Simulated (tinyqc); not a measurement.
## Gap voltage and exponent from three temperatures

Problem. At constant current VBE(T) = Vg0 - a T - eta (kB T/q) ln T, where a is a constant. Find Vg0, eta and dVBE/dT at the middle temperature.

Constants: q = 1.602176634e-19 C, kB = 1.380649e-23 J/K. Results are converted to the units shown.

T (K): 233  300  390
VBE at a constant current (V): 0.8428130511  0.7324997924  0.5781156873

Answer. The relation is linear in Vg0, a and eta, so three points give a linear system; the slope is (VBE - Vg0 - eta kB T/q)/T. eta rests on the curvature of VBE(T) alone, so real fits need accuracy of some tens of microvolts or better.

Vg0 = 1.156 V
eta = 3.100
dVBE/dT = -1.679 mV/K

Numbers from tinyqc (`OMP_NUM_THREADS=1 python tinyqc.py 2062059 2062060 out.jsonl`; about 0.02 s on one thread of a shared Intel Xeon 2.30GHz).
